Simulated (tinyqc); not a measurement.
Changing the time step dt: finite-difference solution of the diffusion equation on a small grid. Computed by tinyqc, a small Python program. Command: `OMP_NUM_THREADS=1 python tinyqc.py 3016885 3016886 out.jsonl fdiff sweep`. One thread of a shared host (Intel(R) Xeon(R) Processor @ 2.30GHz), about 0.02 s of CPU time with the checks.

dC/dt = D d2C/dx2 on nodes x_j = j dx, j = 0..11; the far end is sealed.

Inputs (values chosen for the exercise):
```
quantity         value    unit
diffusivity D     0.76  nm^2/s
grid spacing dx     50      nm
final time t_f   12600       s
loss velocity h  0.013    nm/s
```

Boundary at x = 0: surface loss. Scheme: explicit.

start values C_j, j = 0, 1, ... (% of a reference): 4.95  37.9  66.7  100  79.2  7.3  0.439  0  0  0  0  0

Method:
- The operator M acts as (M C)_j = C_(j-1) - 2 C_j + C_(j+1); at the sealed far end a mirror node gives 2 C_(N-2) - 2 C_(N-1); at j = 0, the outward flux h C_0 gives 2 C_1 - (2 + 2 h dx/D) C_0.
- r = D dt/dx^2.
- With r = D dt/dx^2: (1 - theta r M) C(new) = (1 + (1 - theta) r M) C(old); theta = 0 explicit, 1 implicit, 1/2 Crank-Nicolson.
- The run takes n = round(t_f/dt) steps of length t_f/n.
- The dose is the trapezoidal sum of C dx; the error is the largest difference from exp(M D t/dx^2) C(0), the exact time evolution on the same grid.

One run for each value:
```
time step dt (s)  largest error at t_f (%)  mesh ratio r  final C_6 (%)  final dose (% nm)
49.2188                            0.03887       0.01496         22.185              11642
98.4375                            0.07764       0.02993         22.209              11639
196.8750                           0.15485       0.05985         22.257              11633
393.7500                           0.30795       0.11970         22.352              11621
787.5000                           0.60881       0.23940         22.537              11596
```

Describe and explain the trends.

Over the rows, largest error at t_f (%) rises from 0.0389 to 0.609 (exponent d ln y / d ln x about 0.99 throughout). The exponent of largest error at t_f stays between 0.98 and 1.00, near 1: first order in the step.

Extremes, crossings and ranges named in words are read from the listed rows.
